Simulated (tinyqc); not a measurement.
Charge control and current of a heterostructure field-effect transistor: one step, computed by the program tinyqc.

Two subbands in a triangular well; E_F is counted from the conduction band edge of the channel at the interface.

Task: Threshold and barrier capacitance. Threshold V_T = phi_B - dE_c - e N_d (d - spacer)/(eps eps_0) (in volts); C_b = eps eps_0/d.

Inputs (values chosen for the exercise, modelled on AlGaAs/GaAs): permittivity eps (barrier and channel) = 12.7; barrier thickness d = 44 nm; Schottky barrier phi_B = 0.96 eV; conduction band offset dE_c = 0.28 eV; delta-doping density N_d = 4.5e+12 1/cm^2; spacer between delta layer and channel = 2.6 nm.

Charge source: delta doping. Velocity law: smooth.

Constants: e = 1.602176634e-19 C; eps_0 = 8.8541878128e-12 F/m.

Give: threshold voltage V_T; barrier capacitance C_b.

Result:

threshold voltage V_T = -1.9744 V

barrier capacitance C_b = 0.25556 microfarad/cm^2

The device is normally on.
